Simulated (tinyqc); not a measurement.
Configuration-coordinate model of carrier capture at a defect: one step. Optical transitions. Four cases, with inputs chosen for the exercise.

Task: Vertical ionisation from the trapped minimum costs ET + ER; vertical capture from the free minimum releases ET - ER (none if negative); the band has a standard deviation sqrt(S hw^2 coth(hw/2kT)) with S = ER/hw, and a full width 2.35482 times that.

Two parabolas of equal curvature k in one coordinate Q: with the carrier free at the band edge, U_f = k Q^2/2; with the carrier trapped, U_t = k (Q - dQ)^2/2 - ET. ER = k dQ^2/2, Huang-Rhys factor S = ER/hw, hw = 0.0646541 sqrt(k/M) eV for k in eV/angstrom^2 and M in u. The curves cross at a height Eb = (ER - ET)^2/(4 ER) above the free minimum.

Constants: kB = 8.617333262e-05 eV/K.

Case 1.

Values chosen (of the size met at a deep level in GaN; the results hold for these values, not for the real material): ET = 1.03 eV (thermal depth of the level below the band edge); ER = 0.38 eV (relaxation energy); hw = 0.045 eV (phonon energy of the mode); T = 200 K (temperature).

Case 2.

Values chosen (of the size met at a vacancy centre in SiC; the results hold for these values, not for the real material): ET = 0.93 eV (thermal depth of the level below the band edge); ER = 0.17 eV (relaxation energy); hw = 0.04 eV (phonon energy of the mode); T = 77 K (temperature).

Case 3.

Values chosen (of the size met at a deep level in GaN; the results hold for these values, not for the real material): ET = 0.72 eV (thermal depth of the level below the band edge); ER = 0.34 eV (relaxation energy); hw = 0.035 eV (phonon energy of the mode); T = 350 K (temperature).

Case 4.

Values chosen (of the size met at a DX centre in AlGaAs; the results hold for these values, not for the real material): ET = 0.07 eV (thermal depth of the level below the band edge); ER = 0.63 eV (relaxation energy); hw = 0.01 eV (phonon energy of the mode); T = 150 K (temperature).

Give: energies; coth(hw/2kT); standard deviation; full width.

Result:

Case 1.

energies (eV): ionisation peak 1.410, zero-phonon 1.030, emission peak 0.650

coth(hw/2kT) = 1.1586
standard deviation = 0.1408 eV
full width = 0.3314 eV

Radiative capture would peak at 0.650 eV. The optical peak exceeds the thermal depth by a factor 1.37.

Case 2.

energies (eV): ionisation peak 1.100, zero-phonon 0.930, emission peak 0.760

coth(hw/2kT) = 1.0048
standard deviation = 0.0827 eV
full width = 0.1947 eV

Radiative capture would peak at 0.760 eV. The optical peak exceeds the thermal depth by a factor 1.18.

Case 3.

energies (eV): ionisation peak 1.060, zero-phonon 0.720, emission peak 0.380

coth(hw/2kT) = 1.9127
standard deviation = 0.1509 eV
full width = 0.3553 eV

Radiative capture would peak at 0.380 eV. The optical peak exceeds the thermal depth by a factor 1.47.

Case 4.

energies (eV): ionisation peak 0.700, zero-phonon 0.070, emission peak -0.560

coth(hw/2kT) = 2.7129
standard deviation = 0.1307 eV
full width = 0.3079 eV

Vertical capture would need energy: there is no luminescence peak (at most a tail of the broadened line), and a carrier freed by light must cross the barrier Eb to return or tunnel through it; where tunnelling is slow this gives persistent photoconductivity at low temperature. The optical peak exceeds the thermal depth by a factor 10.00.

Computed by tinyqc, one run a case: `OMP_NUM_THREADS=1 python tinyqc.py N N+1 out.jsonl` with N = 1481231, 1481428, 1481795, 1482080; one thread of a shared Intel(R) Xeon(R) Processor @ 2.30GHz, about 0.01 s a run at most.
